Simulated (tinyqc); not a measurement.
Inside a calculation. Method: empirical pseudopotential in a few plane waves. One step of it, computed by the program tinyqc.

Task: Bloch Hamiltonian at k. Basis: the 15 shortest G (labels in 2 pi/a), the same at every k. H(G,G') = c |k + G|^2 delta + VS(|G-G'|^2) cos((G-G').tau) + i VA sin((G-G').tau), tau = a/8 (1,1,1); 1 Ry = 13.605693 eV.

Parameters chosen for this model: fcc lattice, atoms at +/- a/8 (1,1,1); form factors in rydberg at |G|^2 in units of (2 pi/a)^2:
```
parameter                 value      unit
a                      5.700000  angstrom
VS(3)                 -0.233000        Ry
VS(8)                  0.002000        Ry
VS(11)                 0.042000        Ry
VA(3)                         0        Ry
VA(4)                         0        Ry
VA(11)                        0        Ry
hbar^2/2m (2 pi/a)^2   4.629488        eV
```

k point k (2 pi / a): [0.240000, 0.580000, 0.260000]

Give: H(k) at k.

Result:

H(k) at k (eV), order +0+0+0, -1-1-1, -1-1+1, -1+1-1, -1+1+1, +1-1-1, +1-1+1, +1+1-1, +1+1+1, -2+0+0, +0-2+0, +0+0-2, +0+0+2, +0+2+0, +2+0+0:
```
[[2.137, 2.242, -2.242, -2.242, -2.242, -2.242, -2.242, -2.242, 2.242, 0.000, 0.000, 0.000, 0.000, 0.000, 0.000],
 [2.242, 6.026, 0.000, 0.000, -0.027, 0.000, -0.027, -0.027, 0.000, -2.242, -2.242, -2.242, -0.404, -0.404, -0.404],
 [-2.242, 0.000, 10.840, 0.027, 0.000, 0.027, 0.000, 0.000, -0.027, -2.242, -2.242, 0.404, 2.242, -0.404, -0.404],
 [-2.242, 0.000, 0.027, 16.766, 0.000, 0.027, 0.000, 0.000, -0.027, -2.242, 0.404, -2.242, -0.404, 2.242, -0.404],
 [-2.242, -0.027, 0.000, 0.000, 21.581, 0.000, 0.027, 0.027, 0.000, 2.242, -0.404, -0.404, -2.242, -2.242, 0.404],
 [-2.242, 0.000, 0.027, 0.027, 0.000, 10.470, 0.000, 0.000, -0.027, 0.404, -2.242, -2.242, -0.404, -0.404, 2.242],
 [-2.242, -0.027, 0.000, 0.000, 0.027, 0.000, 15.285, 0.027, 0.000, -0.404, 2.242, -0.404, -2.242, 0.404, -2.242],
 [-2.242, -0.027, 0.000, 0.000, 0.027, 0.000, 0.027, 21.210, 0.000, -0.404, -0.404, 2.242, 0.404, -2.242, -2.242],
 [2.242, 0.000, -0.027, -0.027, 0.000, -0.027, 0.000, 0.000, 26.025, -0.404, -0.404, -0.404, -2.242, -2.242, -2.242],
 [0.000, -2.242, -2.242, -2.242, 2.242, 0.404, -0.404, -0.404, -0.404, 16.211, 0.027, 0.027, -0.027, -0.027, 0.000],
 [0.000, -2.242, -2.242, 0.404, -0.404, -2.242, 2.242, -0.404, -0.404, 0.027, 9.915, 0.027, -0.027, 0.000, -0.027],
 [0.000, -2.242, 0.404, -2.242, -0.404, -2.242, -0.404, 2.242, -0.404, 0.027, 0.027, 15.840, 0.000, -0.027, -0.027],
 [0.000, -0.404, 2.242, -0.404, -2.242, -0.404, -2.242, 0.404, -2.242, -0.027, -0.027, 0.000, 25.470, 0.027, 0.027],
 [0.000, -0.404, -0.404, 2.242, -2.242, -0.404, 0.404, -2.242, -2.242, -0.027, 0.000, -0.027, 0.027, 31.395, 0.027],
 [0.000, -0.404, -0.404, -0.404, 0.404, 2.242, -2.242, -2.242, -2.242, 0.000, -0.027, -0.027, 0.027, 0.027, 25.099]]
```
